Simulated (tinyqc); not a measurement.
Printed widths: electron-beam lithography: double-Gaussian proximity function, edge placement and dose correction for parallel lines. Computed by tinyqc, a small Python program. Command: `OMP_NUM_THREADS=1 python tinyqc.py 3112165 3112166 out.jsonl proximity walk`. One thread of a shared host (Intel(R) Xeon(R) Processor @ 2.30GHz), about 0.01 s of CPU time with the checks.

Lines are infinitely long. Absorbed energy is counted so that the middle of a very large area written at dose 1 receives 1; the resist develops where it exceeds 1/2.

Inputs (values chosen for the exercise, of the order of those for 100 keV electrons in resist on silicon): forward range alpha = 0.0092 micrometre; backscatter range beta = 30 micrometre; backscatter ratio eta = 0.64.

line widths (micrometre): 0.092  0.089  0.036  5.8  15

gaps between the lines (micrometre): 2.7  1.6  0.059  2

Method:
- The first line starts at x = 0; each next one starts after the width and the gap.
- f(r) = [exp(-r^2/alpha^2)/alpha^2 + eta exp(-r^2/beta^2)/beta^2]/(pi (1 + eta)). A line from a to b at dose d gives E(x) = d [S(alpha) + eta S(beta)]/(1 + eta), S(s) = [erf((b - x)/s) - erf((a - x)/s)]/2.
- M_ij is the mean of E at the two edges of line i from line j at dose 1.
- Uncorrected edge energies are M 1. Solve M d = 1/2 for the doses d that put the mean edge energy of every line at the threshold.
- Edges are the roots of E(x) = 1/2 between a line centre and the middle of the next gap. Three cases: dose 1 everywhere; one common dose equal to the mean of d; the corrected doses.

Lines (micrometre):
```
line  left edge  right edge       centre
1         0.000       0.092  4.60000e-02
2         2.792       2.881  2.83650e+00
3         4.481       4.517  4.49900e+00
4         4.576      10.376  7.47600e+00
5        12.376      27.376  1.98760e+01
```

corrected doses: 1 1.22157, 2 1.18542, 3 1.16593, 4 1.13947, 5 1.13064

Width error, printed less drawn (nm):
```
line  drawn width (nm)   dose 1  mean dose  corrected
1                   92  -4.5120   -0.56489   1.00e-06
2                   89  -3.9628   -0.04394   1.00e-06
3                   36  -3.6696    0.23699          0
4                 5800  -3.2753    0.61924   2.30e-05
5                15000  -3.1393    0.75139   9.00e-06
```

What does the comparison show, and why?

With the common mean dose the errors span 1.3 nm. With corrected doses the largest error is below 0.01 nm.

Extremes, crossings and ranges named in words are read from the listed rows.
